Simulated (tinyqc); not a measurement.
One level coupled to a phonon between two leads, self-consistent Born approximation: one step of the calculation.

Wide-band leads with mu_L = +V/2 and mu_R = -V/2; phonons in equilibrium, Nq = 1/(exp(w0/kB T) - 1). Scattering links only energies that differ by w0, so a ladder E_k = E1 + k w0 closes on itself; terms that reach past its ends are dropped. Gn and Gp are the electron and hole parts of the spectral function A = Gn + Gp.

Problem. Scattering functions. Sin(E) = M^2 [(Nq + 1) Gn(E + w0) + Nq Gn(E - w0)], Sout(E) = M^2 [(Nq + 1) Gp(E - w0) + Nq Gp(E + w0)]. Nq = 1/(exp(w0/kB T) - 1).

Parameters, values chosen for the exercise: temperature of leads and phonons T = 77 K; phonon energy w0 = 63 meV; electron-phonon matrix element M = 19 meV.

Constants: q = 1.602176634e-19 C, kB = 1.380649e-23 J/K, Vt = kB T/q. Results are converted to the units shown.

```
rung     Gn (1/meV)    Gp (1/meV)
0       0.033109704  3.9467719e-5
1      0.0076808419   0.022022128
2      4.6922328e-4  0.0049606410
3      2.2091187e-8  0.0020761025
4     8.6465411e-13  0.0010797193
5     3.9710036e-17  6.5890622e-4
```

Give: Sin; Sout.

Solution.

```
rung  Sin (meV)  Sout (meV)
0         2.773    5.983e-4
1        0.1703     0.01438
2      2.167e-4       7.951
3      1.275e-5       1.791
4     6.002e-10      0.7495
5     2.349e-14      0.3898
```

Range of the model: The self-consistent Born approximation keeps only non-crossing phonon lines and no Hartree shift; it is rough once the coupling nears the phonon energy.

tinyqc, about 0.08 s, one thread, Intel Xeon 2.30GHz (shared host): `OMP_NUM_THREADS=1 python tinyqc.py 2720113 2720114 out.jsonl`
